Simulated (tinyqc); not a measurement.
Carrier lifetime of a p-type layer with SRH, radiative, Auger and surface recombination: effect of the temperature at dn = 2e16 cm^-3.

Uniform excess density dn = dp (no trapping), n = n0 + dn, p = p0 + dn, Boltzmann statistics, full ionisation. Surfaces enter as a rate 2 S dn/d, which holds while diffusion to them is fast.

Nc and Nv are given at 250 K and scale as (T/250 K)^1.5; all else is held fixed. ni = sqrt(Nc Nv) exp(-Eg/(2 Vt)), Eg in volts; majority density N/2 + sqrt(N^2/4 + ni^2), n0 p0 = ni^2; n1 = Nc exp(-Et/Vt), p1 = Nv exp((Et - Eg)/Vt); tn0 = 1/(sn vth Nt), tp0 = 1/(sp vth Nt). With e = n p - ni^2 = dn (n0 + p0 + dn): U_SRH = e/(tp0 (n + n1) + tn0 (p + p1)), U_rad = B e, U_Aug = (Cn n + Cp p) e, U_s = 2 S dn/d. Each tau is dn over its rate; tau = dn/U with U the sum. Here dn = 2e16 cm^-3.

Inputs (values chosen for the exercise); band and dielectric values those of a made-up semiconductor:

| symbol | value | unit | meaning |
|---|---|---|---|
| Eg | 1.36 | eV | band gap |
| Nc | 2.4e19 | cm^-3 | conduction-band density of states at the reference temperature |
| Nv | 1.7e19 | cm^-3 | valence-band density of states at the reference temperature |
| B | 4.27e-15 | cm^3/s | radiative coefficient |
| N | 3.6e17 | cm^-3 | acceptor density |
| Cn | 1.4e-31 | cm^6/s | Auger coefficient (two electrons) |
| Cp | 2.9e-32 | cm^6/s | Auger coefficient (two holes) |
| Nt | 3.6e10 | cm^-3 | trap density |
| sn | 2e-15 | cm^2 | capture cross-section for electrons |
| sp | 1e-15 | cm^2 | capture cross-section for holes |
| vth | 2e7 | cm/s | thermal velocity (both carriers) |
| Et | 1.05 | eV | trap level below the conduction band |
| S | 3 | cm/s | surface recombination velocity (both faces) |
| d | 2 | um | sample thickness |

Constants: q = 1.602176634e-19 C, kB = 1.380649e-23 J/K, Vt = kB T/q. Results are converted to the units shown.

The same in every row: tau_rad (s) = 6.163e-4; tau_Aug (s) = 1.904e-4; tau_s (s) = 3.333e-5.

Effect of the temperature at dn = 2e16 cm^-3:
```
T (K)  tau_SRH (s)   tau (s)  radiative share (%)  largest path
200       7.675e-4  2.619e-5                4.250       surface
240       7.676e-4  2.619e-5                4.250       surface
280       7.676e-4  2.619e-5                4.250       surface
320       7.681e-4  2.619e-5                4.250       surface
360       7.700e-4  2.620e-5                4.251       surface
400       7.754e-4  2.620e-5                4.252       surface
440       7.880e-4  2.622e-5                4.254       surface
480       8.135e-4  2.624e-5                4.258       surface
```

Read the table: what changes, and by how much?

Surface recombination leads at T = 200 and in all other rows. tau_SRH rises from 7.68e-4 to 8.14e-4 s and the total lifetime stays near 2.62e-5 s.

Numbers from tinyqc (`OMP_NUM_THREADS=1 python tinyqc.py 2300111 2300112 out.jsonl`; about 0.01 s on one thread of a shared Intel Xeon 2.30GHz).
